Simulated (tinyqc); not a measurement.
What a faster ramp buys: rapid thermal processing of a wafer: radiative balance, ramp and cooling, pattern effects, pyrometer error and spike budget. Computed by tinyqc, a small Python program. Command: `OMP_NUM_THREADS=1 python tinyqc.py 3113221 3113222 out.jsonl rtp walk`. One thread of a shared host (Intel(R) Xeon(R) Processor @ 2.30GHz), about 0.04 s of CPU time with the checks.

The wafer is opaque and uniform through its thickness unless said otherwise; temperatures in formulas are in kelvin (C + 273.15). sigma = 5.670374419e-12 W/(cm^2 K^4).

Inputs (values chosen for the exercise, modelled on a hot silicon wafer):
```
quantity                                              value         unit
wafer thickness d                                       725   micrometre
heat capacity per volume C                             2.01   J/(cm^3 K)
thermal conductivity k                                 0.21     W/(cm K)
emissivity eps of each face                            0.66            -
reflectivity of the chamber walls r                    0.23            -
gas heat-transfer coefficient h, both faces together   0.72  mW/(cm^2 K)
wall temperature T_w                                    700            K
process temperature                                    1120            C
starting temperature                                    450            C
ramp rate                                               140          K/s
activation energy of the process E_a                   3.46           eV
```

Constants: k_B = 8.617333262e-05 eV/K.

Method:
- Effective emissivity between parallel grey plates: eps_eff = 1/(1/eps + 1/(1 - r) - 1). Loss per area q(T) = 2 eps_eff sigma (T^4 - T_w^4) + h (T - T_w).
- Absorbed power during a ramp = q(T) + C d x ramp rate; thermal time constant tau = C d/(dq/dT), dq/dT = 8 eps_eff sigma T^3 + h; natural cooling rate q/(C d); front-to-back difference under one-sided heating at the end of the ramp = (absorbed power) d/(2 k).
- Cooling with the lamps off: C d dT/dt = -q(T), integrated adaptively (relative tolerance 1e-10).
- Spike anneal: linear ramp to the peak, then lamps off. Equivalent time at the peak = int exp(-(E_a/k_B)(1/T - 1/T_peak)) dt; estimate (k_B T^2/E_a)(1/ramp rate + 1/cooling rate). The ramp part uses 4000 trapezoid steps, the cooling part 4000 steps over 4 tau.

time constant tau = 2.13226 s

holding power q = 22.5501 W/cm^2

natural cooling rate = 154.744 K/s

Against the ramp rate:
```
ramp (K/s)  ramp part (s)  cooling part (s)  total (s)  power at the peak (W/cm^2)
10                 4.5292           0.33804     4.8672                       24.01
25                 1.8117           0.33804     2.1497                       26.19
50                 0.9058           0.33804     1.2439                       29.84
100                0.4529           0.33804     0.7910                       37.12
250                0.1812           0.33804     0.5192                       58.98
500                0.0906           0.33804     0.4286                       95.41
1000               0.0453           0.33804     0.3833                      168.28
```

What does the comparison show, and why?

From 10 to 100 K/s the total falls by a factor 6.2, from 100 to 1000 K/s by 2.06: the cooling part, 0.338 s, is a floor, and the natural cooling rate here is 155 K/s.

Extremes, crossings and ranges named in words are read from the listed rows.
